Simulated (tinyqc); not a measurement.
Hall effect and magnetoresistance of several carrier groups with constant relaxation times: one step, computed by the program tinyqc.

Group 1 has charge -e and group 2 charge -e; s_i is that sign. B lies along z; mu B is formed with mu in m^2/(V s).

Task: Resistivity, Hall coefficient and magnetoresistance. rho_xx = sigma_xx/(sigma_xx^2 + sigma_xy^2); Hall coefficient R_H = sigma_xy/(B (sigma_xx^2 + sigma_xy^2)), with B in V s/cm^2 (1 T = 1e-4 V s/cm^2); magnetoresistance MR = rho_xx(B)/rho_xx(0) - 1. Apparent density 1/(e |R_H|); Hall mobility |R_H|/rho_xx.

Inputs (values chosen for the exercise, for a model conductor): magnetic field B = 1.7 T.

Carriers: two electron groups. Densities: per area (a thin layer).

sigma_xx = 0.005996368 S

sigma_xy = -0.01807686 S

sigma at B = 0 = 0.08192890 S

Constants: e = 1.602176634e-19 C.

Give: rho_xx; Hall coefficient R_H; magnetoresistance MR; apparent density; Hall mobility.

Result:

rho_xx = 16.53 ohm

Hall coefficient R_H = -2.932e+05 cm^2/C

magnetoresistance MR = 35.44 %

apparent density = 2.129e+13 1/cm^2

Hall mobility = 17733 cm^2/(V s)
